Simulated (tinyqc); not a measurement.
# Ellipsometry and reflectance of a transparent film on an absorbing substrate: effect of the index of the transparent film

Air (index 1), film, substrate with N2 = n2 - i k2; time factor exp(+i w t). q_j = sqrt(N_j^2 - sin^2 th), root with positive real part. Fresnel coefficients r_s = (q_a - q_b)/(q_a + q_b), r_p = (N_b^2 q_a - N_a^2 q_b)/(N_b^2 q_a + N_a^2 q_b). tan(Psi) exp(i Delta) = R_p/R_s, Delta taken from 0 to 360 degrees.

beta = 2 pi d q1/lam, X = exp(-2 i beta), R = (r01 + r12 X)/(1 + r01 r12 X) for p and s. dDelta/dd is the derivative of Delta; period lam/(2 q1).

Parameters, values chosen for the exercise; indices close to those of silicon dioxide on silicon: wavelength lam = 405 nm; angle of incidence th = 70 degrees; film thickness d = 310 nm; index of the substrate n2 = 5.42; extinction coefficient of the substrate k2 = 0.329.

Effect of the index of the transparent film:
```
n1,Psi (degrees),Delta (degrees),|R_p|^2,|R_s|^2,dDelta/dd (degrees/nm),period (nm)
1.25,34.571,102.37,0.29906,0.62977,-0.10210,245.66
1.45,37.810,270.37,0.32358,0.53741,-0.14791,183.37
1.65,21.619,137.10,0.11978,0.76265,-2.9478,149.31
1.85,58.982,55.871,0.30458,0.11012,-2.7252,127.07
2.05,25.534,258.54,0.15793,0.69208,-2.5990,111.15
2.25,21.633,124.52,0.11651,0.74072,-3.5584,99.052
2.45,38.986,14.784,0.15435,0.23560,-6.2804,89.498
2.65,20.674,244.71,0.10094,0.70894,-3.9488,81.726
```

What does the table show?

Psi moves up and down between 20.7 and 59.0 degrees and |R_p|^2 moves up and down between 0.101 and 0.324. The slope of Delta is largest in size, 6.28 degrees/nm, at n1 = 2.45 among the rows.

Program tinyqc, `OMP_NUM_THREADS=1 python tinyqc.py 2870149 2870150 out.jsonl`; Intel Xeon 2.30GHz, shared host, one thread, about 0.01 s.
